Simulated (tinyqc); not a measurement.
# Ferroelectric switching, Landau-Khalatnikov equation: two studies

One domain: rho dP/dt = E - (2 al P + 4 be P^3), with al = -3 sqrt(3) Ec/(4 Pr), be = 3 sqrt(3) Ec/(8 Pr^3), so that the static loop has remanence Pr and coercive field Ec. With P in uC/cm^2, E in kV/cm, rho in ohm m and t in ns, dP/dt = [E - 2 al P - 4 be P^3]/(100 rho).

Values chosen for this exercise; remanent polarisation and coercive field close to those of doped hafnium oxide films: remanent polarisation Pr = 21 uC/cm^2; static coercive field Ec = 1200 kV/cm; viscosity of the polarisation rho = 3.2 ohm m; field amplitude Em = 3500 kV/cm.

Each table varies one quantity; the others keep the values above.

## Switching time against field

In the constant field E = Em the time to go from -Pr to 0 is the integral of dP/(dP/dt); tau = 100 rho/(-4 al). Near Ec the bottleneck estimate is pi 100 rho/sqrt(c (Em - Ec)) with c = 12 be Pr/sqrt(3); for large fields the time tends to 100 rho Pr/Em.

Switching time against field:
```
Em (kV/cm)  Em/Ec  time (ns)  time/tau  bottleneck estimate (ns)  large-field limit (ns)
1230        1.025      47.90     44.44                     52.45                   5.463
1270        1.058      29.76     27.61                     34.34                   5.291
1340        1.117      19.71     18.29                     24.28                   5.015
1510        1.258      11.84     10.98                     16.32                   4.450
1850        1.542      7.006     6.501                     11.27                   3.632
2590        2.158      3.856     3.578                     7.706                   2.595
4170        3.475      2.004     1.859                     5.272                   1.612
7520        6.267     0.9998    0.9277                     3.614                  0.8936
14700       12.25     0.4831    0.4482                     2.473                  0.4571
```

The switching time falls from 47.9 to 0.483 ns. Against Em - Ec it goes with exponent -0.56 between the first two rows (-1/2 at a saddle-node bottleneck) and -0.96 between the last two. The bottleneck estimate is 9.5 % above the time in the first row, the large-field limit 5.4 % below it in the last. For Em = 7520 to 14700 kV/cm the field passes 6 MV/cm, near or beyond dielectric breakdown.

## Coercive field against sweep rate

The field rises as E = 4 Em t/Tp (the first quarter of a triangular wave of period Tp) from P = -Pr; the dynamic coercive field Ed is E when P crosses zero.

Coercive field against sweep rate:
```
Tp (ns)  dE/dt (kV/(cm ns))  Ed (kV/cm)  Ed/Ec - 1
33                    424.2        3173      1.644
82                    170.7        2361     0.9674
200                   70.00        1882     0.5683
500                   28.00        1590     0.3248
1200                  11.67        1426     0.1881
3100                  4.516        1323     0.1028
7600                  1.842        1269    0.05760
19000                0.7368        1238    0.03167
47000                0.2979        1221    0.01746
```

Read the table: what changes, and by how much?

As the period grows, Ed falls from 3170 to 1220 kV/cm, towards the static Ec = 1200 kV/cm. The excess Ed/Ec - 1 goes as Tp^(-0.58) between the first two rows and as Tp^(-0.66) between the last two; slow passage through a saddle-node point gives -2/3.

tinyqc, about 0.07 s, one thread, Intel Xeon 2.30GHz (shared host): `OMP_NUM_THREADS=1 python tinyqc.py 2860066 2860067 out.jsonl`
